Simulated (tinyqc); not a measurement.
Regular and subregular solution with a miscibility gap: one step, computed by the program tinyqc.

Per mole of mixing sites: G(x) = x (1 - x) [L0 + L1 (1 - 2x)] + R T [x ln x + (1 - x) ln(1 - x)], x the fraction of B.

Question. First Newton step for the common tangent. G' = L0 (1 - 2x) + L1 (1 - 6x + 6x^2) + R T ln[x/(1 - x)]; G'' = -2 L0 - 6 L1 (1 - 2x) + R T/[x (1 - x)]. Common tangent: F1 = G'(x1) - G'(x2) = 0 and F2 = [G - x G'](x1) - [G - x G'](x2) = 0. Newton step: J = [[G''(x1), -G''(x2)], [-x1 G''(x1), x2 G''(x2)]], J dx = -F; a step that would leave 0 < x < 1 is halved until it stays inside. The start is x1 = s0, x2 = 1 - s0.

Inputs (values chosen for the exercise, for a model alloy): asymmetry L1 = -1.1 kJ/mol; temperature T = 448 K; start value s0 = 0.05.

L0 = 9.34 kJ/mol

Constants: R = 8.314462618 J/(mol K).

Give: F; J; new (x1, x2).

Answer.

F (kJ/mol): F1 -5.123, F2 1.760

J (kJ/mol):
$$\begin{pmatrix}
65.68 & -53.80 \\
-3.28 & 51.11
\end{pmatrix}$$

new (x1, x2): [0.1026, 0.9189]
